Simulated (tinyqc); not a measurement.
Inside a calculation. Method: plane-wave Kohn-Sham cycle with exchange-only LDA in a layered model solid. One step of it, computed by the program tinyqc.

Question. Iteration 2: potential. V_H(G) = 4 pi rho(G)/G^2 for G != 0 (uniform background); v_x = -(3 rho/pi)^(1/3); V = V_ext + V_H + v_x; Fourier components f(G_m) = (1/N) sum_j f(x_j) exp(-i G_m x_j).

A solid whose potential varies along x alone (atomic units):
```
parameter                      value
period a                    8.400000
cross-section of the cell   9.000000
electrons per cell                 2
grid points                       16
plane waves -n..n, n               3
k points                           4
V1 in V1 cos(2 pi x/a)     -0.400000
```

density after iteration 1 (e/bohr^3): 0.05551311  0.04984497  0.03691849  0.02460596  0.01749671  0.01523373  0.01542071  0.01613544  0.01645527  0.01613544  0.01542071  0.01523373  0.01749671  0.02460596  0.03691849  0.04984497

Give: Potentials on the grid; V(G_m), m = 0, 1, 2, ....

Answer.

Potentials on the grid (hartree):
```
x         V_ext      V_H      v_x        V
0.0000  -0.4000   0.4477  -0.3757  -0.3280
0.5250  -0.3696   0.3991  -0.3624  -0.3329
1.0500  -0.2828   0.2716  -0.3279  -0.3392
1.5750  -0.1531   0.1076  -0.2864  -0.3319
2.1000        0  -0.0515  -0.2556  -0.3071
2.6250   0.1531  -0.1810  -0.2441  -0.2721
3.1500   0.2828  -0.2724  -0.2451  -0.2347
3.6750   0.3696  -0.3257  -0.2488  -0.2050
4.2000   0.4000  -0.3431  -0.2505  -0.1936
4.7250   0.3696  -0.3257  -0.2488  -0.2050
5.2500   0.2828  -0.2724  -0.2451  -0.2347
5.7750   0.1531  -0.1810  -0.2441  -0.2721
6.3000        0  -0.0515  -0.2556  -0.3071
6.8250  -0.1531   0.1076  -0.2864  -0.3319
7.3500  -0.2828   0.2716  -0.3279  -0.3392
7.8750  -0.3696   0.3991  -0.3624  -0.3329
```

V(G_m), m = 0, 1, 2, ... (hartree): -0.2854  -0.0353  0.0116  0.0016  0.0007  0.0001  0.0000
